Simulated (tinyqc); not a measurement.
Worked calculation (part 2 of 2): UHF in the sto-3g basis, for BeH+, spin multiplicity 1. Computed by tinyqc, a small Python program that keeps every step (integrals from PySCF). Command: `OMP_NUM_THREADS=1 python tinyqc.py 25466 25467 out.jsonl` (the two numbers bound the seeds that draw the settings). One thread of a shared host (Intel(R) Xeon(R) Processor @ 2.60GHz), about 0.1 s of CPU time with the checks.

Geometry (angstrom):
```
atom         x         y         z
Be    0.000000  0.000000  0.000000
H     0.000000  0.000000  2.576000
```

## Iteration 2: diagonalisation and new density

extrapolated F(alpha) (hartree), order 1Be 1s, 1Be 2s, 1Be 2px, 1Be 2py, 1Be 2pz, 2H 1s:
$$\begin{pmatrix}
-4.943144 & -1.397522 & 0.000000 & 0.000000 & 0.001749 & -0.020843 \\
-1.397522 & -0.699925 & 0.000000 & 0.000000 & -0.124152 & -0.153474 \\
0.000000 & 0.000000 & -0.081739 & 0.000000 & 0.000000 & 0.000000 \\
0.000000 & 0.000000 & 0.000000 & -0.081739 & 0.000000 & 0.000000 \\
0.001749 & -0.124152 & 0.000000 & 0.000000 & -0.257903 & -0.197868 \\
-0.020843 & -0.153474 & 0.000000 & 0.000000 & -0.197868 & -0.351308
\end{pmatrix}$$

extrapolated F(beta) (hartree), order 1Be 1s, 1Be 2s, 1Be 2px, 1Be 2py, 1Be 2pz, 2H 1s:
$$\begin{pmatrix}
-4.954224 & -1.388036 & 0.000000 & 0.000000 & 0.007286 & -0.017905 \\
-1.388036 & -0.828061 & 0.000000 & 0.000000 & 0.057071 & -0.154325 \\
0.000000 & 0.000000 & -0.110239 & 0.000000 & 0.000000 & 0.000000 \\
0.000000 & 0.000000 & 0.000000 & -0.110239 & 0.000000 & 0.000000 \\
0.007286 & 0.057071 & 0.000000 & 0.000000 & -0.111370 & -0.105444 \\
-0.017905 & -0.154325 & 0.000000 & 0.000000 & -0.105444 & -0.302962
\end{pmatrix}$$

X, order 1Be 1s, 1Be 2s, 1Be 2px, 1Be 2py, 1Be 2pz, 2H 1s:
$$\begin{pmatrix}
1.026763 & -0.136497 & 0.000000 & 0.000000 & -0.001370 & 0.009753 \\
-0.136497 & 1.031749 & 0.000000 & 0.000000 & 0.007352 & -0.058996 \\
0.000000 & 0.000000 & 1.000000 & 0.000000 & 0.000000 & 0.000000 \\
0.000000 & 0.000000 & 0.000000 & 1.000000 & 0.000000 & 0.000000 \\
-0.001370 & 0.007352 & 0.000000 & 0.000000 & 1.010438 & -0.084307 \\
0.009753 & -0.058996 & 0.000000 & 0.000000 & -0.084307 & 1.015364
\end{pmatrix}$$

Diagonalise F' = X^T F X, C = X C', fill 2 alpha and 2 beta electrons from the bottom; D(s) = C_occ C_occ^T. Each column has its largest component positive (the first on a tie).

F' = X^T F X (alpha) (hartree):
$$\begin{pmatrix}
-4.832671 & -0.716165 & 0.000000 & 0.000000 & 0.014485 & 0.026346 \\
-0.716165 & -0.428148 & 0.000000 & 0.000000 & -0.111105 & -0.104929 \\
0.000000 & 0.000000 & -0.081739 & 0.000000 & 0.000000 & 0.000000 \\
0.000000 & 0.000000 & 0.000000 & -0.081739 & 0.000000 & 0.000000 \\
0.014485 & -0.111105 & 0.000000 & 0.000000 & -0.233784 & -0.146581 \\
0.026346 & -0.104929 & 0.000000 & 0.000000 & -0.146581 & -0.314705
\end{pmatrix}$$

orbital energies (alpha) (hartree): MO1 -4.946213, MO2 -0.534339, MO3 -0.211289, MO4 -0.117466, MO5 -0.081739, MO6 -0.081739

coefficients C (alpha), order 1Be 1s, 1Be 2s, 1Be 2px, 1Be 2py, 1Be 2pz, 2H 1s:
$$\begin{pmatrix}
0.992719 & -0.163528 & -0.241484 & 0.049233 & 0.000000 & 0.000000 \\
0.026805 & 0.564944 & 0.860178 & -0.163964 & 0.000000 & 0.000000 \\
0.000000 & 0.000000 & 0.000000 & 0.000000 & -0.260454 & 0.965486 \\
0.000000 & 0.000000 & 0.000000 & 0.000000 & 0.965486 & 0.260454 \\
0.000567 & 0.478276 & -0.121845 & 0.885751 & 0.000000 & 0.000000 \\
-0.001737 & 0.561557 & -0.622404 & -0.582161 & 0.000000 & 0.000000
\end{pmatrix}$$

F' = X^T F X (beta) (hartree):
$$\begin{pmatrix}
-4.849282 & -0.686950 & 0.000000 & 0.000000 & -0.004135 & 0.029709 \\
-0.686950 & -0.564443 & 0.000000 & 0.000000 & 0.071943 & -0.115861 \\
0.000000 & 0.000000 & -0.110239 & 0.000000 & 0.000000 & 0.000000 \\
0.000000 & 0.000000 & 0.000000 & -0.110239 & 0.000000 & 0.000000 \\
-0.004135 & 0.071943 & 0.000000 & 0.000000 & -0.096907 & -0.078541 \\
0.029709 & -0.115861 & 0.000000 & 0.000000 & -0.078541 & -0.278149
\end{pmatrix}$$

orbital energies (beta) (hartree): MO1 -4.956759, MO2 -0.518660, MO3 -0.275963, MO4 -0.110239, MO5 -0.110239, MO6 -0.037398

coefficients C (beta), order 1Be 1s, 1Be 2s, 1Be 2px, 1Be 2py, 1Be 2pz, 2H 1s:
$$\begin{pmatrix}
0.993325 & -0.259916 & 0.108611 & 0.000000 & 0.000000 & -0.083203 \\
0.024660 & 0.914285 & -0.393875 & 0.000000 & 0.000000 & 0.308234 \\
0.000000 & 0.000000 & 0.000000 & 0.972578 & -0.232578 & 0.000000 \\
0.000000 & 0.000000 & 0.000000 & 0.232578 & 0.972578 & 0.000000 \\
-0.001511 & -0.104564 & 0.422610 & 0.000000 & 0.000000 & 0.915759 \\
-0.001864 & 0.381410 & 0.796802 & 0.000000 & 0.000000 & -0.511153
\end{pmatrix}$$

D(alpha) after iteration 2, order 1Be 1s, 1Be 2s, 1Be 2px, 1Be 2py, 1Be 2pz, 2H 1s:
$$\begin{pmatrix}
1.012232 & -0.065775 & 0.000000 & 0.000000 & -0.077648 & -0.093554 \\
-0.065775 & 0.319880 & 0.000000 & 0.000000 & 0.270214 & 0.317202 \\
0.000000 & 0.000000 & 0.000000 & 0.000000 & 0.000000 & 0.000000 \\
0.000000 & 0.000000 & 0.000000 & 0.000000 & 0.000000 & 0.000000 \\
-0.077648 & 0.270214 & 0.000000 & 0.000000 & 0.228748 & 0.268578 \\
-0.093554 & 0.317202 & 0.000000 & 0.000000 & 0.268578 & 0.315349
\end{pmatrix}$$

D(beta) after iteration 2, order 1Be 1s, 1Be 2s, 1Be 2px, 1Be 2py, 1Be 2pz, 2H 1s:
$$\begin{pmatrix}
1.054251 & -0.213141 & 0.000000 & 0.000000 & 0.025677 & -0.100986 \\
-0.213141 & 0.836526 & 0.000000 & 0.000000 & -0.095639 & 0.348672 \\
0.000000 & 0.000000 & 0.000000 & 0.000000 & 0.000000 & 0.000000 \\
0.000000 & 0.000000 & 0.000000 & 0.000000 & 0.000000 & 0.000000 \\
0.025677 & -0.095639 & 0.000000 & 0.000000 & 0.010936 & -0.039879 \\
-0.100986 & 0.348672 & 0.000000 & 0.000000 & -0.039879 & 0.145477
\end{pmatrix}$$

Within a degenerate level the vectors are fixed only up to a rotation; this is one choice.

## Iteration 13 (converged): orbitals

converged F(alpha) (hartree), order 1Be 1s, 1Be 2s, 1Be 2px, 1Be 2py, 1Be 2pz, 2H 1s:
$$\begin{pmatrix}
-4.988608 & -1.410594 & 0.000000 & 0.000000 & 0.000386 & -0.020476 \\
-1.410594 & -0.651348 & 0.000000 & 0.000000 & -0.030602 & -0.145159 \\
0.000000 & 0.000000 & -0.092537 & 0.000000 & 0.000000 & 0.000000 \\
0.000000 & 0.000000 & 0.000000 & -0.092537 & 0.000000 & 0.000000 \\
0.000386 & -0.030602 & 0.000000 & 0.000000 & -0.126479 & -0.183051 \\
-0.020476 & -0.145159 & 0.000000 & 0.000000 & -0.183051 & -0.662055
\end{pmatrix}$$

converged F(beta) (hartree), order 1Be 1s, 1Be 2s, 1Be 2px, 1Be 2py, 1Be 2pz, 2H 1s:
$$\begin{pmatrix}
-5.031989 & -1.399762 & 0.000000 & 0.000000 & 0.000439 & -0.019860 \\
-1.399762 & -0.990810 & 0.000000 & 0.000000 & 0.006395 & -0.092967 \\
0.000000 & 0.000000 & -0.174924 & 0.000000 & 0.000000 & 0.000000 \\
0.000000 & 0.000000 & 0.000000 & -0.174924 & 0.000000 & 0.000000 \\
0.000439 & 0.006395 & 0.000000 & 0.000000 & -0.176200 & -0.077696 \\
-0.019860 & -0.092967 & 0.000000 & 0.000000 & -0.077696 & 0.051203
\end{pmatrix}$$

As before.

F' = X^T F X (alpha) (hartree):
$$\begin{pmatrix}
-4.876037 & -0.730656 & 0.000000 & 0.000000 & 0.000368 & 0.024423 \\
-0.730656 & -0.374274 & 0.000000 & 0.000000 & -0.015177 & -0.088849 \\
0.000000 & 0.000000 & -0.092537 & 0.000000 & 0.000000 & 0.000000 \\
0.000000 & 0.000000 & 0.000000 & -0.092537 & 0.000000 & 0.000000 \\
0.000368 & -0.015177 & 0.000000 & 0.000000 & -0.102949 & -0.121437 \\
0.024423 & -0.088849 & 0.000000 & 0.000000 & -0.121437 & -0.636553
\end{pmatrix}$$

orbital energies (alpha) (hartree): MO1 -4.991681, MO2 -0.683108, MO3 -0.238547, MO4 -0.092537, MO5 -0.092537, MO6 -0.076477

coefficients C (alpha), order 1Be 1s, 1Be 2s, 1Be 2px, 1Be 2py, 1Be 2pz, 2H 1s:
$$\begin{pmatrix}
0.992797 & -0.051810 & -0.290657 & 0.000000 & 0.000000 & -0.012577 \\
0.026533 & 0.167188 & 1.027426 & 0.000000 & 0.000000 & 0.049110 \\
0.000000 & 0.000000 & 0.000000 & 0.982989 & -0.183662 & 0.000000 \\
0.000000 & 0.000000 & 0.000000 & 0.183662 & 0.982989 & 0.000000 \\
0.000349 & 0.128680 & -0.049330 & 0.000000 & 0.000000 & 1.004568 \\
-0.001992 & 0.939721 & -0.257805 & 0.000000 & 0.000000 & -0.303489
\end{pmatrix}$$

F' = X^T F X (beta) (hartree):
$$\begin{pmatrix}
-4.931180 & -0.664668 & 0.000000 & 0.000000 & -0.003111 & 0.021213 \\
-0.664668 & -0.742887 & 0.000000 & 0.000000 & 0.013056 & -0.057779 \\
0.000000 & 0.000000 & -0.174924 & 0.000000 & 0.000000 & 0.000000 \\
0.000000 & 0.000000 & 0.000000 & -0.174924 & 0.000000 & 0.000000 \\
-0.003111 & 0.013056 & 0.000000 & 0.000000 & -0.166127 & -0.070849 \\
0.021213 & -0.057779 & 0.000000 & 0.000000 & -0.070849 & 0.073330
\end{pmatrix}$$

orbital energies (beta) (hartree): MO1 -5.034159, MO2 -0.645122, MO3 -0.185498, MO4 -0.174924, MO5 -0.174924, MO6 0.097915

coefficients C (beta), order 1Be 1s, 1Be 2s, 1Be 2px, 1Be 2py, 1Be 2pz, 2H 1s:
$$\begin{pmatrix}
0.993754 & -0.289974 & 0.003567 & 0.000000 & 0.000000 & 0.036398 \\
0.023142 & 1.031882 & -0.015115 & 0.000000 & 0.000000 & -0.145351 \\
0.000000 & 0.000000 & 0.000000 & 0.999635 & 0.027023 & 0.000000 \\
0.000000 & 0.000000 & 0.000000 & -0.027023 & 0.999635 & 0.000000 \\
0.000160 & -0.015321 & 0.952771 & 0.000000 & 0.000000 & -0.346615 \\
-0.001813 & 0.025149 & 0.185665 & 0.000000 & 0.000000 & 1.003265
\end{pmatrix}$$

D(alpha) after iteration 13, order 1Be 1s, 1Be 2s, 1Be 2px, 1Be 2py, 1Be 2pz, 2H 1s:
$$\begin{pmatrix}
0.988330 & 0.017680 & 0.000000 & 0.000000 & -0.006320 & -0.050665 \\
0.017680 & 0.028656 & 0.000000 & 0.000000 & 0.021523 & 0.157057 \\
0.000000 & 0.000000 & 0.000000 & 0.000000 & 0.000000 & 0.000000 \\
0.000000 & 0.000000 & 0.000000 & 0.000000 & 0.000000 & 0.000000 \\
-0.006320 & 0.021523 & 0.000000 & 0.000000 & 0.016559 & 0.120922 \\
-0.050665 & 0.157057 & 0.000000 & 0.000000 & 0.120922 & 0.883079
\end{pmatrix}$$

D(beta) after iteration 13, order 1Be 1s, 1Be 2s, 1Be 2px, 1Be 2py, 1Be 2pz, 2H 1s:
$$\begin{pmatrix}
1.071632 & -0.276222 & 0.000000 & 0.000000 & 0.004601 & -0.009094 \\
-0.276222 & 1.065316 & 0.000000 & 0.000000 & -0.015806 & 0.025909 \\
0.000000 & 0.000000 & 0.000000 & 0.000000 & 0.000000 & 0.000000 \\
0.000000 & 0.000000 & 0.000000 & 0.000000 & 0.000000 & 0.000000 \\
0.004601 & -0.015806 & 0.000000 & 0.000000 & 0.000235 & -0.000386 \\
-0.009094 & 0.025909 & 0.000000 & 0.000000 & -0.000386 & 0.000636
\end{pmatrix}$$

Within a degenerate level the vectors are fixed only up to a rotation; this is one choice.

## Convergence

Stop when the energy changes by less than 1e-10 hartree and every element of the error matrix X^T (F D S - S D F) X (for each spin) is below 3e-06.

Course of the cycle:
```
iteration   E (hartree)     change  largest element of the error matrix
1          -14.26090707          -                             1.64e-01
2          -14.44410173  -1.83e-01                             1.07e-01
3          -14.49301666  -4.89e-02                             5.87e-02
4          -14.51630931  -2.33e-02                             4.55e-02
5          -14.52877689  -1.25e-02                             4.42e-02
6          -14.57344220  -4.47e-02                             2.55e-02
7          -14.57507896  -1.64e-03                             1.28e-02
8          -14.57563420  -5.55e-04                             3.59e-03
9          -14.57561741   1.68e-05                             5.02e-03
10         -14.57577197  -1.55e-04                             5.35e-04
11         -14.57577248  -5.10e-07                             1.18e-04
12         -14.57577258  -1.04e-07                             3.39e-06
13         -14.57577258  -7.95e-11                             3.37e-08
```

PySCF UHF in the same basis, after a stability check = -14.57577258 hartree

Converged in 13 iterations.

## Populations, bond orders and dipole

overlap S, order 1Be 1s, 1Be 2s, 1Be 2px, 1Be 2py, 1Be 2pz, 2H 1s:
$$\begin{pmatrix}
1.000000 & 0.259517 & 0.000000 & 0.000000 & 0.000000 & 0.003613 \\
0.259517 & 1.000000 & 0.000000 & 0.000000 & 0.000000 & 0.110819 \\
0.000000 & 0.000000 & 1.000000 & 0.000000 & 0.000000 & 0.000000 \\
0.000000 & 0.000000 & 0.000000 & 1.000000 & 0.000000 & 0.000000 \\
0.000000 & 0.000000 & 0.000000 & 0.000000 & 1.000000 & 0.164389 \\
0.003613 & 0.110819 & 0.000000 & 0.000000 & 0.164389 & 1.000000
\end{pmatrix}$$

Mulliken: Z minus the diagonal of D S on the atom; Loewdin: the same with S^(1/2) D S^(1/2); Mayer order: 2 sum_s sum (D(s) S)_ij (D(s) S)_ji over the two atoms.

Charges (e):
```
atom  Mulliken   Loewdin  Mulliken spin
1Be   0.923590  0.919022      -0.916768
2H    0.076410  0.080978       0.916768
```

Mayer bond orders:
```
pair     order
2-1   0.153698
```

dipole moment about the origin, x y z (debye): [0.000000, 0.000000, 0.712131]

<S^2> of the determinant (pure state: 0) = 0.917143
